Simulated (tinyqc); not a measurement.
Conductance of a narrow metal strip with scatterers (square lattice, Green functions): sweeps and comparisons. A value that a table varies takes the place of the one given here.

A strip of W sites across with hard walls, site energy 0 and hopping -t. Mode n = 1 to W has profile chi_n(j) = sqrt(2/(W + 1)) sin(n j pi/(W + 1)) and energy en = -2t cos(n pi/(W + 1)); E = en - 2t cos(kn a). With z_n = exp(i kn a) (Im k > 0 for closed modes, |z| < 1) each lead gives the self-energy -t z_n in mode n. One column carries the site energies v, here a notch at the edge (a site raised out of reach). In the mode basis V_nm = sum_j chi_n(j) v_j chi_m(j), G = (E - en + 2 t z_n - V)^-1, and t_nm = 2t sqrt(sin(kn a) sin(km a)) G_nm in size for open modes. T = sum |t_nm|^2, conductance (2e^2/h) T.

Constants: e^2/h = 3.874045865e-05 S.

Inputs chosen for the exercise (hopping and spacing of the size met in Cu or Al; the lattice is a model; shifted at random, so the results belong to these values and not to a real crystal):
- t = 1.45 eV (hopping)
- W = 3 (sites across)
- v = (50, 0, 0) eV (site energies in the scattering column)
- a = 2.56 angstrom (spacing)
- E = 1.52 eV (Fermi energy)

## Conductance steps with and without the scatterer

E is varied across the lower half of the band.

Against energy:
```
E/t    E (eV)  open modes       T  reflected
-3.30  -4.785           1  0.3544     0.6456
-2.95  -4.277           1  0.7338     0.2662
-2.65  -3.842           1  0.8558     0.1442
-2.30  -3.335           1  0.9394     0.0606
-1.95  -2.828           2  1.0093     0.9907
-1.65  -2.393           2  1.0547     0.9453
-1.30  -1.885           2  1.1169     0.8831
-0.95  -1.377           2  1.2328     0.7672
-0.65  -0.943           2  1.6272     0.3728
-0.30  -0.435           3  2.0020     0.9980
0.05    0.072           3  2.0023     0.9977
```

The clean strip goes from 1 to 3 open modes. The reflected flux ranges from 0.061 (E/t = -2.3) to 0.998 (E/t = -0.3). A scatterer on one site acts on one combination of modes only, so it can reflect at most one unit.

## The same scatterer in wider strips

Width (W + 1) a; the strength is the entry of v largest in size. The notch stays one site deep. Added resistance (1/T - 1/M)/(2 e^2/h), M the number of open modes.

Against width:
```
W   width (angstrom)   M        T     T/M  added resistance (ohm)
3               10.2   2   1.1062  0.5531                  5214.1
4               12.8   3   2.0071  0.6690                  2128.3
5               15.4   3   2.7160  0.9053                   449.9
6               17.9   4   3.0978  0.7745                   939.7
8               23.0   5   4.5073  0.9015                   282.2
10              28.2   7   6.0217  0.8602                   299.5
14              38.4   9   8.2936  0.9215                   122.1
20              53.8  13  12.2055  0.9389                    64.6
```

The added resistance is 5214 ohm at W = 3 and 64.6 at W = 20; from W = 10 to 20 it changes by a factor 0.22, where 1/M gives 0.54 and 1/M^2 gives 0.29. A point scatterer removes at most one unit of M (here 0.28 to 0.99), so its resistance is at most 1/(M (M - 1)) in units of h/2e^2, without bound for M = 1, with jumps where modes open or where the site sits near a node of the open modes; the largest value is at W = 3 (5214 ohm).

## What each change does

Open modes M, T and the added resistance (1/T - 1/M)/(2 e^2/h). Each row changes one parameter from the base and keeps the others.

Results:
```
case                M       T  added resistance (ohm)
base                2  1.1062                    5214
t = 1.508 eV        2  1.1183                    5088
E = 1.64 eV         2  1.0837                    5456
v = (50, 50, 0) eV  2  0.9287                    7444
```

The largest shifts from the base row, up to three for each result and ties (the steps differ in size, so this ranks the rows, not the parameters). M: unchanged at the printed digits by t, E and v. T: v -0.1775, E -0.0225, t +0.0121. added resistance (ohm): v +2230, E +242, t -127.

Computed by tinyqc, a small Python program: `OMP_NUM_THREADS=1 python tinyqc.py 1450463 1450464 out.jsonl` (the numbers bound the seed that draws the inputs); one thread of a shared host (Intel(R) Xeon(R) Processor @ 2.30GHz), about 0.01 s for the whole set of steps.
